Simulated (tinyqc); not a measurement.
Inside a calculation. Method: sp3 tight binding, zinc-blende lattice. One step of it, computed by the program tinyqc.

Problem. Levels at k. Diagonalise the Hermitian matrix.

H(k) at k (eV), order a s, a px, a py, a pz, c s, c px, c py, c pz:
```
[[-11.170000, 0.000000, 0.000000, 0.000000, -2.947958-3.954098i, -3.115071-1.694102i, 3.914840+1.348012i, 1.151311+4.583688i],
 [0.000000, -7.720000, 0.000000, 0.000000, 3.115071+1.694102i, 0.923546+1.238753i, 1.282246+5.104979i, 4.360064+1.501318i],
 [0.000000, 0.000000, -7.720000, 0.000000, -3.914840-1.348012i, 1.282246+5.104979i, 0.923546+1.238753i, -3.469340-1.886768i],
 [0.000000, 0.000000, 0.000000, -7.720000, -1.151311-4.583688i, 4.360064+1.501318i, -3.469340-1.886768i, 0.923546+1.238753i],
 [-2.947958+3.954098i, 3.115071-1.694102i, -3.914840+1.348012i, -1.151311+4.583688i, -11.170000, 0.000000, 0.000000, 0.000000],
 [-3.115071+1.694102i, 0.923546-1.238753i, 1.282246-5.104979i, 4.360064-1.501318i, 0.000000, -7.720000, 0.000000, 0.000000],
 [3.914840-1.348012i, 1.282246-5.104979i, 0.923546-1.238753i, -3.469340+1.886768i, 0.000000, 0.000000, -7.720000, 0.000000],
 [1.151311-4.583688i, 4.360064-1.501318i, -3.469340+1.886768i, 0.923546-1.238753i, 0.000000, 0.000000, 0.000000, -7.720000]]
```

Give: eigenvalues; weights |c|^2 of the basis functions.

Solution.

eigenvalues (eV): [-19.3329, -18.0049, -14.8543, -14.5007, -1.6298, -1.1642, -0.8831, 1.7100]

weights |c|^2 of the basis functions, order a s, a px, a py, a pz, c s, c px, c py, c pz:
```
[[0.4043, 0.1204, 0.0441, 0.0012, 0.3004, 0.0653, 0.0224, 0.0419],
 [0.0334, 0.1215, 0.0780, 0.2554, 0.0012, 0.0032, 0.3422, 0.1652],
 [0.0452, 0.1098, 0.0825, 0.2417, 0.0141, 0.2720, 0.0776, 0.1571],
 [0.0171, 0.1483, 0.2955, 0.0017, 0.1844, 0.1595, 0.0577, 0.1358],
 [0.4043, 0.1204, 0.0441, 0.0012, 0.3004, 0.0653, 0.0224, 0.0419],
 [0.0334, 0.1215, 0.0780, 0.2554, 0.0012, 0.0032, 0.3422, 0.1652],
 [0.0452, 0.1098, 0.0825, 0.2417, 0.0141, 0.2720, 0.0776, 0.1571],
 [0.0171, 0.1483, 0.2955, 0.0017, 0.1844, 0.1595, 0.0577, 0.1358]]
```
